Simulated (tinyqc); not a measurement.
p-type polysilicon, carrier trapping at grain boundaries: effect of the grain size.

One-dimensional grains of size Lg, uniform ionised doping N, monovalent traps Qt at each boundary at a depth Et below (for electrons) or above (for holes) the band edge there, abrupt depletion of width W on each side of a boundary, Boltzmann statistics. xi is the distance from the band edge at the grain centre to the Fermi level. Trapped charge Qt/(1 + exp((xi + VB - Et)/Vt)) = 2 N W, barrier VB = q N W^2/(2 eps0 eps_r).

If the trap equation with xi = Vt ln(NB/N) has a root W < Lg/2, the grain is partly depleted; otherwise W = Lg/2 and the trap equation gives xi = Et - VB + Vt ln(Qt/(N Lg) - 1). N* = Qt/Lg. n0 = NB exp(-xi/Vt); mean density n0 (1 - 2 W/Lg) by charge balance in a partly depleted grain, and n0 (sqrt(pi)/2) erf(u)/u with u = sqrt(VB/Vt) in a fully depleted one; v = sqrt(kB T/(2 pi ms m0)); barrier resistivity Vt exp(VB/Vt)/(q fe n0 v Lg); grain resistivity (1 - 2 W/Lg)/(q n0 mug); effective mobility 1/(q mean density total resistivity). Rows with xi above 0.45 V, towards mid-gap, are left out, since the other carrier type is ignored.

Inputs (values chosen for the exercise); values of the order met in polycrystalline silicon:
- T = 300 K (temperature)
- eps_r = 11.7 (relative permittivity)
- NB = 2.65e19 cm^-3 (valence-band density of states at T)
- Qt = 7.4e11 cm^-2 (trap density of a grain boundary)
- Et = 0.31 eV (depth of the trap level from the majority band edge at the boundary)
- ms = 0.57 m0 (mass for thermionic emission)
- fe = 0.25 (correction factor of the emission rate)
- mug = 53 cm^2/(V s) (mobility inside the grains)
- N = 3.1e16 cm^-3 (doping)

Constants: q = 1.602176634e-19 C, kB = 1.380649e-23 J/K, m0 = 9.1093837015e-31 kg, Vt = kB T/q, eps0 = 8.8541878128e-14 F/cm where lengths are in cm. Results are converted to the units shown.

Result of one run:
```
N/N*	depleted share 2 W/Lg	VB (V)	xi (V)	mean density (cm^-3)	resistivity (ohm cm)	effective mobility (cm^2/(V s))
0.2220	1.000	0.01683	0.3256	7.367e13	729.2	116.2
```

Which grain size Lg gave this result: 17, 53, 94 or 160 nm?

Lg = 53 nm.

The whole series:
```
Lg (nm)	N/N*	depleted share 2 W/Lg	VB (V)	xi (V)	mean density (cm^-3)	resistivity (ohm cm)	effective mobility (cm^2/(V s))
10	0.04189	1.000	5.993e-4	0.3903	7.293e12	2.522e4	33.93
17	0.07122	1.000	0.001732	0.3747	1.317e13	8461	56.01
31	0.1299	1.000	0.005759	0.3534	2.850e13	2384	91.87
53	0.2220	1.000	0.01683	0.3256	7.367e13	729.2	116.2
94	0.3938	1.000	0.05295	0.2682	4.903e14	180.6	70.48
160	0.6703	0.9011	0.1246	0.1745	3.067e15	45.58	44.65
290	1.215	0.4971	0.1246	0.1745	1.559e16	26.85	14.91
500	2.095	0.2883	0.1246	0.1745	2.206e16	17.17	16.48
```

As Lg goes from 10 to 500, VB rises from 5.99e-4 to 0.125 V, the resistivity falls from 25200 to 17.2 ohm cm and the effective mobility moves up and down between 14.9 and 116 cm^2/(V s). For Lg = 10, 17, 31, 53 VB is below Vt, where abrupt depletion and thermionic emission are rough. For Lg = 160 the grain is near the changeover between partial and full depletion, within a few Debye lengths, where both limits are rough. For Lg = 17, 31, 53, 94 the effective mobility exceeds mug, since drift through the depleted part of the grain is left out.

tinyqc, about 0.01 s, one thread, Intel Xeon 2.30GHz (shared host): `OMP_NUM_THREADS=1 python tinyqc.py 2830261 2830262 out.jsonl`
